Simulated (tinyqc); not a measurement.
## Voltage drop against the factor on the load at the hot node

A grid of 17 by 17 nodes with segments Rx (rows) and Ry (columns); every node draws I1 and the central node kh I1; pads with resistance Rp sit at the nodes whose row and column are multiples of the pitch, counting from 0. The drops u = Vdd - V follow from G u = i, with G the conductance matrix and i the load currents, solved directly. Here the pitch is 4.

Values chosen for this exercise: supply voltage Vdd = 0.8 V; resistance of a horizontal segment Rx = 1.4 ohm; resistance of a vertical segment Ry = 0.19 ohm; resistance from a pad node to the supply Rp = 0.037 ohm; load current of a node in the large grid I1 = 0.14 mA.

Results:
```
kh   pads  worst drop (mV)  mean drop (mV)  largest drop at a pad (mV)  largest pad current (mA)  worst drop over Vdd (%)
1      25           0.5800          0.3947                     0.08120                     2.195                  0.07250
5      25           0.5832          0.3958                     0.09903                     2.676                  0.07290
10     25           0.5871          0.3972                      0.1213                     3.279                  0.07339
20     25           0.5951          0.4000                      0.1659                     4.484                  0.07439
50     25           0.6197          0.4084                      0.2996                     8.098                  0.07746
100    25           0.6607          0.4225                      0.5225                     14.12                  0.08259
```

Estimate the missing row, kh = 2.

Computed row:
```
kh  pads  worst drop (mV)  mean drop (mV)  largest drop at a pad (mV)  largest pad current (mA)  worst drop over Vdd (%)
2     25           0.5808          0.3950                     0.08566                     2.315                  0.07260
```

With this row back in the table: The worst drop rises from 0.580 to 0.661 mV and the mean drop rises from 0.395 to 0.422 mV. The central node is itself a pad. The drops are linear in the loads, so the mean grows by 2.81e-4 mV for each unit of kh in every row.

Numbers from tinyqc (`OMP_NUM_THREADS=1 python tinyqc.py 2770178 2770179 out.jsonl`; about 0.1 s on one thread of a shared Intel Xeon 2.30GHz).
